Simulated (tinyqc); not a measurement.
# Grain growth, pinning, strength and diffusional creep of a polycrystal or thin film, step by step

A worked calculation. Computed by tinyqc, a small Python program that keeps every step. Command: `OMP_NUM_THREADS=1 python tinyqc.py 3029377 3029378 out.jsonl grain walk`. One thread of a shared host (Intel(R) Xeon(R) Processor @ 2.30GHz), about 0.01 s of CPU time with the checks. Intermediate numbers are printed to about 6 digits and carried at full precision; extremes and crossings named in words are read from the listed rows.

One mean grain size d describes the structure.

Inputs (values chosen for the exercise, modelled on aluminium):
```
quantity                                    value        unit
shear modulus G                              26.9         GPa
Burgers vector b                            2.863    angstrom
atomic volume Omega                         16.59  angstrom^3
boundary energy gamma                        0.34       J/m^2
mobility prefactor M0                     9.8e-06   m^4/(J s)
activation energy of boundary motion Q_m     1.05          eV
anneal temperature T                          393           K
anneal time t                                2800           s
initial grain size d0                          29          nm
particle volume fraction f                 0.0016           -
particle radius r                              17          nm
film thickness h                              440          nm
surface energy gamma_s                       0.86       J/m^2
friction stress sigma_0                        14         MPa
Hall-Petch slope k_y                        0.065   MPa m^0.5
lattice diffusion energy Q_l                 1.52          eV
boundary diffusion energy Q_b               0.886          eV
lattice prefactor D0                      1.3e-05       m^2/s
boundary prefactor delta D0b              4.2e-15       m^3/s
applied stress sigma                           33         MPa
service temperature T_c                       388           K
```

Sample: thin film on a substrate.

Constants: k_B = 8.617333262e-05 eV/K; k_B = 1.380649e-23 J/K.

## Mobility and the sizes at which growth stops

M = M0 exp(-Q_m/(k_B T)). The driving pressure is 2 gamma/d. Zener pinning pressure 3 f gamma/(2 r) stops growth at d_Z = 4 r/(3 f). Grooves where boundaries meet the surface have the angle theta = arcsin(gamma/(2 gamma_s)) and are taken to stop growth at d_h = h/(2 theta), a few film thicknesses; the limit is 1/d_lim = 1/d_Z + 1/d_h.

mobility M = 3.35869e-19 m^4/(J s)

Zener size d_Z = 14166.7 nm

groove angle theta = 0.198985 rad

groove limit d_h = 1105.61 nm

limit d_lim = 1025.57 nm

The grooves set the tighter limit.

## Grain size after the anneal

dd/dt = 2 M gamma (1/d - 1/d_lim) integrates to 2 M gamma t = d_lim (d0 - d) + d_lim^2 ln[(d_lim - d0)/(d_lim - d)]; without pinning d^2 = d0^2 + 4 M gamma t.

size without pinning = 46.0433 nm

grain size d = 45.5272 nm

Pinning holds d to 99 % of the free value.

## Yield stress

Hall-Petch term k_y/sqrt(d). Orowan term 3.06 x 0.4 G b ln(2 rbar/b)/(pi lambda sqrt(1 - nu)) with nu = 1/3, rbar = sqrt(2/3) r, lambda = rbar (sqrt(pi/f) - 2). Film term (threading dislocation, matched substrate, the geometry of an fcc (111) film taken for all cases): 3.464 G b ln(2 h/b)/(4 pi (1 - nu) h). The terms are added to sigma_0.

Hall-Petch term = 304.634 MPa

Orowan term = 28.6233 MPa

film term = 58.1206 MPa

yield stress = 405.377 MPa

The largest term is the Hall-Petch one. The anneal changed the Hall-Petch term from 382 to 305 MPa. Caution: the grains are smaller than the film is thick, so they are not columnar, and the groove drag and film term are overstated.

## Diffusional creep at T_c

Nabarro-Herring rate = 14 sigma Omega D_l/(k_B T d^2), D_l = D0 exp(-Q_l/(k_B T)); Coble rate = 14 pi sigma Omega delta D_b/(k_B T d^3), delta D_b = delta D0b exp(-Q_b/(k_B T)); they are equal at d_x = pi delta D_b/D_l.

Nabarro-Herring rate = 1.61999e-10 1/s

Coble rate = 6.20583e-04 1/s

crossover size d_x = 174404 micrometre

time to 1 % strain = 16.1139 s

Boundary diffusion carries the creep, by a factor 3.8e6. Caution: sigma Omega is not small against k_B T, as the linear creep laws assume.

## Strength against creep resistance

Hall-Petch term k_y/sqrt(d).

At T_c and sigma:
```
d (nm)  Hall-Petch term (MPa)  Nabarro-Herring (1/s)  Coble (1/s)  time to 1 % (s)
30                    375.278            3.73090e-10  2.16895e-03      4.61053e+00
100                   205.548            3.35781e-11  5.85616e-05      1.70760e+02
300                   118.673            3.73090e-12  2.16895e-06      4.61052e+03
1000                   65.000            3.35781e-13  5.85616e-08      1.70759e+05
3000                   37.528            3.73090e-14  2.16895e-09      4.61045e+06
10000                  20.555            3.35781e-15  5.85616e-11      1.70751e+08
100000                  6.500            3.35781e-17  5.85616e-14      1.70662e+11
```

From 100 micrometre to 30 nm grains the Hall-Petch term grows 58 times, while the time to 1 % strain shrinks by 10.6 decades. Coble creep rules in 7 of the seven rows (d_x is a millimetre or more). Fine grains resist slip but creep fast. The Hall-Petch value at 30 nm is at the edge of that law, and in a film grains much larger than h lose atoms to the surfaces instead.

## Growth with time

The formulas are those given above.

At T:
```
t (s)     free growth (nm)  pinned growth (nm)   d/d_lim
6.90e+03             63.19               62.02  0.060474
2.30e+04            106.52              102.94  0.100371
6.90e+04            179.89              169.57  0.165338
2.30e+05            325.42              291.97  0.284693
6.90e+05            562.16              464.50  0.452915
2.30e+06           1025.40              716.08  0.698220
6.90e+06           1775.57              933.35  0.910074
2.30e+07           3241.42             1023.01  0.997502
```

The apparent exponent d ln d/d ln t of the pinned growth is at most about 0.45, below the ideal 1/2, and falls to 0.076 in the last rows: pinning hides it late.

Checks made by the program: d against numerical integration (relative difference 7e-10).
